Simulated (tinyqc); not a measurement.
# Double-gate transistor, scale length and short-channel effects: effect of the channel length

A body of thickness ts between two insulators of thickness ti and two tied gates. Below threshold the potential that source and drain add obeys Laplace's equation and vanishes on the gate. Its lowest mode decays along the channel as exp(-k y); k is the smallest positive root of the matching condition at the interface, and the scale length is Lambda = pi/k.

k is the smallest positive root of f(k) = ei cos(k ti) cos(k ts/2) - eps_r sin(k ti) sin(k ts/2). Along the channel psi(y) = s + a exp(y/l) + b exp(-y/l) with psi(0) = Vbi, psi(L) = Vbi + Vds and l = 1/k = Lambda/pi; with A = Vbi - s, B = A + Vds, x = exp(-L/l): a = (B - A x) x/(1 - x^2), b = (A - B x)/(1 - x^2). The minimum is s + 2 sqrt(a b), at y = (l/2) ln(b/a). The long-channel potential follows the gate as s = sT + (Vg - VTL)/m, and the threshold VT is the gate voltage at which the minimum equals sT. Swing = m Vt ln 10/g at threshold, g = d(minimum)/ds = 1 - (b x + a)/((1 + x) sqrt(a b)). DIBL = [VT(0.05 V) - VT(Vds)]/(Vds - 0.05 V). sT and Vbi are held fixed; m = 1.

Values chosen for this exercise; permittivities: semiconductor close to that of gallium nitride, insulator close to that of hafnium oxide:
```
symbol,value,unit,meaning
T,300,K,temperature
eps_r,9.64,,relative permittivity of the semiconductor
ei,21.8,,relative permittivity of the insulator
ti,4.1,nm,insulator thickness
ts,8.2,nm,body thickness
Vbi,0.95,V,potential of the source
sT,0.55,V,potential of the barrier top at threshold
Vds,0.8,V,drain voltage
```

Constants: q = 1.602176634e-19 C, kB = 1.380649e-23 J/K, Vt = kB T/q. Results are converted to the units shown.

The same in every row: Lambda (nm) = 13.09.

Results:

| L (nm) | L/Lambda | VT - VTL at Vds = 0.05 V (mV) | VT - VTL at Vds (mV) | DIBL (mV/V) | swing (mV/decade) |
|---|---|---|---|---|---|
| 14 | 1.069 | -239.0 | -406.1 | 222.8 | 96.86 |
| 17 | 1.299 | -145.8 | -245.6 | 133.0 | 82.50 |
| 24 | 1.833 | -53.48 | -88.68 | 46.93 | 68.07 |
| 29 | 2.215 | -27.84 | -45.86 | 24.03 | 64.00 |
| 35 | 2.674 | -13.12 | -21.52 | 11.20 | 61.64 |
| 41 | 3.132 | -6.286 | -10.29 | 5.336 | 60.54 |
| 49 | 3.743 | -2.385 | -3.899 | 2.018 | 59.91 |
| 59 | 4.507 | -0.7157 | -1.169 | 0.6044 | 59.64 |

Estimate the missing row, L = 20 nm.

Computed row:

| L (nm) | L/Lambda | VT - VTL at Vds = 0.05 V (mV) | VT - VTL at Vds (mV) | DIBL (mV/V) | swing (mV/decade) |
|---|---|---|---|---|---|
| 20 | 1.528 | -93.14 | -155.6 | 83.34 | 74.30 |

With this row back in the table: From L = 14 to 59 nm, DIBL falls from 223 to 0.604 mV/V and the swing falls from 96.9 to 59.6 mV a decade (long-channel value 59.5). Between the last two rows the threshold shift at Vds decays with a length of 8.30 nm, against 2 Lambda/pi = 8.33 nm for a shift that goes as exp(-pi L/(2 Lambda)). DIBL first drops below 100 mV/V at L = 20 nm among the rows, L/Lambda = 1.5. For L = 14 to 17 nm L is under 1.5 Lambda, where higher modes, left out of the one-mode potential, count.

tinyqc, about 0.01 s, one thread, Intel Xeon 2.30GHz (shared host): `OMP_NUM_THREADS=1 python tinyqc.py 2420092 2420093 out.jsonl`
